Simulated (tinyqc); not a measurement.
Model-solid line-up of a strained alloy layer on a substrate, step by step. Values are carried at full precision from step to step, so a last printed digit may differ when a step is redone from the rounded ones.

All values of the alloy are linear in x but the gap, Eg(x) = (1 - x) Eg_A + x Eg_B - C x (1 - x), and the valence edge, Ev(x) = (1 - x) Ev_A + x Ev_B + fv C x (1 - x); Ec = Ev + Eg. Ev is the top of the unstrained valence band on a scale common to all materials. In the layer only the Gamma valley of the conduction band is followed, also where an X or L valley would lie lower.

Values chosen for the exercise (A near GaAs, B near GaP, substrate near GaAs; not measured data): a = (5.66, 5.443) angstrom (lattice constant of A, B); Eg = (1.531, 2.892) eV (gap at Gamma to the s-like level of A, B); Dso = (0.344, 0.081) eV (spin-orbit splitting of A, B); Ev = (-0.8, -1.25) eV (top of the unstrained valence band of A, B); ac = (-7.07, -8.25) eV (conduction deformation potential of A, B); av = (1.18, 1.7) eV (valence hydrostatic potential of A, B); b = (-2, -1.62) eV (tetragonal shear potential of A, B); d = (-4.84, -4.64) eV (trigonal shear potential of A, B); C11 = (122.9, 141.1) GPa (of A, B); C12 = (57.3, 61.8) GPa (of A, B); C44 = (60.7, 71) GPa (of A, B); C = 0.165 eV (bowing of the gap); fv = 0.2 (share of the bowing taken by the valence edge); x = 0.68 (fraction of B); a_s = 5.66 angstrom (substrate); face = 111 (growth face); Eg_s = 1.531 eV (lowest gap of the substrate); Ev_s = -0.8 eV (substrate valence edge); e14 = -0.117 C/m^2 (piezoelectric constant of the layer); eps = 11.3 (dielectric constant); Lw = 8 nm (thickness of the layer).

## Values of the alloy

Interpolate.

Alloy at x (a in angstrom, C11, C12, C44 in GPa, all else in eV):
```
symbol     value
a         5.5124
Eg        2.4206
Dso       0.1652
Ev       -1.0988
ac       -7.8724
av        1.5336
b        -1.7416
d        -4.7040
C11     135.2760
C12      60.3600
C44      67.7040
```

## Strain on the (111) substrate

Coherent growth on a (111) face: e_par = (a_s - a)/a, e_perp = -(2 C11 + 4 C12 - 4 C44)/(C11 + 2 C12 + 4 C44) e_par; exx = eyy = ezz = (2 e_par + e_perp)/3 and exy = eyz = ezx = (e_perp - e_par)/3.

Use the values of the alloy.

e_par = 0.026769
e_perp = -0.012255

strain tensor in the cubic axes:
```
           x          y          z
x   0.013761  -0.013008  -0.013008
y  -0.013008   0.013761  -0.013008
z  -0.013008  -0.013008   0.013761
```

The layer is under tension in the plane; its volume changes by +4.128 %. Above 2 % only a few nanometres stay coherent, and linear deformation potentials lose accuracy.

## Strained band edges

Strained edges: Ec + ac tr(e); the valence edges are Ev plus the levels of the 6 x 6 matrix of X, Y, Z times spin with -Dso/3 + l exx + m (eyy + ezz) on the diagonal (cyclic), n exy off it, l = av + 2 b, m = av - b, n = sqrt(3) d. Spin-orbit term (Dso/3) L.sigma on X, Y, Z with (L_k)_ij = -i epsilon_kij: <X+|H|Y+> = -i Dso/3, <X+|H|Z-> = Dso/3, <Y+|H|Z-> = -i Dso/3, <Z+|H|X-> = -Dso/3, <Z+|H|Y-> = i Dso/3, <X-|H|Y-> = i Dso/3, and their conjugates; + and - are the spin along z.

Give the hydrostatic shifts, the strain block and the edges.

ac tr(e), av tr(e) (eV): -0.3250  0.0633

strain block (eV), lower triangle:
```
        X       Y       Z
X  0.0633
Y  0.1060  0.0633
Z  0.1060  0.1060  0.0633
```

Ec and the three valence edges from the top (eV): 0.9968  -0.8630  -1.1415  -1.2672

strained gap = 1.8598 eV

Strain moves the gap by -561 meV: -388 meV from the volume and -173 meV from the splitting of the valence edge, which always raises the top.

## Offsets against the substrate material

dEc = Ec(substrate) - Ec(layer), dEv = Ev(layer) - Ev(substrate); positive values confine the carrier in the layer. Type I: both of one sign; type II: opposite signs; type III: the gaps do not overlap.

Give also the smallest gap across the interface, min Ec - max Ev.

dEc = -0.2658 eV
dEv = -0.0630 eV

type: I

smallest gap = 1.5310 eV

Both carriers collect in the substrate material; the conduction band takes 81 % of the gap difference. Where the alloy is indirect its X or L edge, left out, lies lower and changes dEc.

## Piezoelectric polarisation

P_x = 2 e14 eyz and cyclic. The field along the normal n of the (111) face is -P.n/(eps eps0) in a layer between thick unstrained barriers, eps0 = 8.8541878e-12 F/m; 1 kV/cm = 1e5 V/m.

P (C/m^2): 0.003044  0.003044  0.003044

P.n = 0.005272 C/m^2
field along n = -526.9 kV/cm
potential drop across the layer = 421.5 mV

The drop of 422 meV tilts both band edges, pulls electrons and holes to opposite faces and lowers the transition; a (001) layer has no shear and no such field.

Run: tinyqc, `OMP_NUM_THREADS=1 python tinyqc.py 1081477 1081478 out.jsonl`; Intel(R) Xeon(R) Processor @ 2.30GHz, one thread, shared host; about 0.02 s of CPU time with all checks.
